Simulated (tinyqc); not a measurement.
Mobility and doping from two currents.

Inverse problem. A trap-free film with injecting contacts is fitted, with diffusion neglected, by J = q mu N V/Lf + (9/8) eps0 eps_r mu V^2/Lf^3. Find mu, N and the voltage at which both terms are equal.

Values chosen for this exercise:
```
symbol,value,unit,meaning
eps_r,12.8,,relative permittivity
Lf,250,nm,film thickness
```

Constants: q = 1.602176634e-19 C, eps0 = 8.8541878128e-14 F/cm where lengths are in cm. Results are converted to the units shown.

J at 2 and 19 V (A/cm^2): [4.1343415, 110.43977]

Answer. J/V is a straight line in V: the slope gives mu and the intercept mu N.

mu = 0.002700 cm^2/(V s)
N = 9.400e16 cm^-3
crossover voltage = 7.383 V

Program tinyqc, `OMP_NUM_THREADS=1 python tinyqc.py 2730015 2730016 out.jsonl`; Intel Xeon 2.30GHz, shared host, one thread, about 4 s.
